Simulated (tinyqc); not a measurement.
Polytypes and stacking faults of a tetrahedral semiconductor in an axial Ising model with couplings up to third neighbours. Inputs raised by 2 %, one at a time. Computed by tinyqc, a small Python program. Command: `OMP_NUM_THREADS=1 python tinyqc.py 3004443 3004444 out.jsonl polytype sens`. One thread of a shared host (Intel(R) Xeon(R) Processor @ 2.30GHz), about 0.03 s of CPU time with the checks.

Each double layer has s = +1 or -1 for the sense of its stacking step; E per pair of atoms = E0 - sum_n J_n <s_i s_(i+n)>, n = 1, 2, 3. Hexagonality h = (1 - <s_i s_(i+1)>)/2.

Inputs (values chosen for the exercise, of the order of those of silicon for J, a, G and the gaps):
```
quantity                                    value      unit
J1                                           10.8  meV/pair
J2                                         -0.778  meV/pair
J3                                          -0.43  meV/pair
basal lattice constant a                     3.84  angstrom
shear modulus G                                71       GPa
Poisson ratio nu                             0.22         -
binding energy of the fault level E_b       0.065        eV
in-plane mass m                              0.27        m0
effective density of states N_c at 300 K  2.8e+19    1/cm^3
electron density n                        2.1e+19    1/cm^3
temperature T                                 500         K
```

Host polytype: 3C.

fault coefficients k_n:
```
               J1  J2  J3
intrinsic       4   4   4
extrinsic       4   8   8
twin boundary   2   4   6
```

Constants: 1 eV/angstrom^2 = 16.02176634 J/m^2; m_0 = 9.1093837015e-31 kg; hbar = 1.054571817e-34 J s; k_B = 1.380649e-23 J/K; k_B = 8.617333262e-05 eV/K.

Method:
- Faults in 3C: the sequences intrinsic (-), extrinsic (--), twin boundary (+ turns to -) are put between perfect repeats; k_n = (layers x C_n of the host) - sum_i s_i s_(i+n). gamma = sum k_n J_n/A, A = (sqrt 3/2) a^2; 1 meV/angstrom^2 = 16.02177 mJ/m^2.
- Screw line, bounded by the intrinsic fault of energy gamma: b = a, partials b_p = a/sqrt 3; d = G b_p^2 (2 - 3 nu)/(8 pi gamma (1 - nu)). One partial is driven off by the shear stress gamma/b_p along its Burgers vector.
- The fault binds electrons in a two-dimensional band E_b below the conduction edge, g2 = m m0/(pi hbar^2) for one valley. With the Fermi level held by the bulk, eta = ln[n/N_c(T)], N_c(T) = N_c (T/300)^1.5, the grand potential falls by g2 (k_B T)^2 F1(x), x = eta + E_b/(k_B T), F1(x) = integral from 0 to infinity of ln(1 + exp(x - t)) dt; sheet density g2 k_B T ln(1 + e^x). Band bending by the trapped charge is left out, so the gain is an upper bound.
- Net fault energy = gamma of the intrinsic fault less the electronic gain.

Runs; columns: (1) input moved; (2) from; (3) to; (4) energy of the glide fault, intrinsic (mJ/m^2); (5) splitting width d (nm); (6) electronic gain (mJ/m^2); (7) sheet density (1/cm^2):
```
(1)                                                    (2)        (3)     (4)     (5)      (6)         (7)
base run                                                 -          -  48.138  4.9555  0.40028  4.5977e+12
J1 (meV/pair)                                         10.8     11.016  49.222  4.8463  0.40028  4.5977e+12
J2 (meV/pair)                                       -0.778   -0.79356  48.060  4.9635  0.40028  4.5977e+12
J3 (meV/pair)                                        -0.43    -0.4386  48.095  4.9599  0.40028  4.5977e+12
basal lattice constant a (angstrom)                   3.84     3.9168  46.269  5.3639  0.40028  4.5977e+12
binding energy of the fault level E_b (eV)           0.065     0.0663  48.138  4.9555  0.40995  4.6879e+12
electron density n (1/cm^3)                        2.1e+19  2.142e+19  48.138  4.9555  0.40661  4.6568e+12
effective density of states N_c at 300 K (1/cm^3)  2.8e+19  2.856e+19  48.138  4.9555  0.39404  4.5391e+12
```

Exponents ln(y'/y) / ln(x'/x):
```
input                                     energy of the glide fault, intrinsic  splitting width d  electronic gain  sheet density
J1                                                                       1.125             -1.125            0.000          0.000
J2                                                                      -0.082              0.082            0.000          0.000
J3                                                                      -0.045              0.045            0.000          0.000
basal lattice constant a                                                -2.000              4.000            0.000          0.000
binding energy of the fault level E_b                                    0.000              0.000            1.205          0.981
electron density n                                                       0.000              0.000            0.792          0.645
effective density of states N_c at 300 K                                 0.000              0.000           -0.794         -0.648
```

Among the inputs moved here: energy of the glide fault, intrinsic answers most in size to basal lattice constant a (exponent -2.000), next to J1 (+1.125); its exponent is below 0.0005 for binding energy of the fault level E_b, electron density n, effective density of states N_c at 300 K. Its exponent -2.000 in basal lattice constant a: energy per area of the basal cell. Splitting width d answers most in size to basal lattice constant a (exponent +4.000), next to J1 (-1.125); its exponent is below 0.0005 for binding energy of the fault level E_b, electron density n, effective density of states N_c at 300 K. electronic gain answers most in size to binding energy of the fault level E_b (exponent +1.205), next to effective density of states N_c at 300 K (-0.794); its exponent is below 0.0005 for J1, J2, J3, basal lattice constant a. Sheet density answers most in size to binding energy of the fault level E_b (exponent +0.981), next to effective density of states N_c at 300 K (-0.648); its exponent is below 0.0005 for J1, J2, J3, basal lattice constant a.

Caution (all rows): the bulk is near degeneracy, where eta = ln(n/N_c) underestimates the Fermi level.
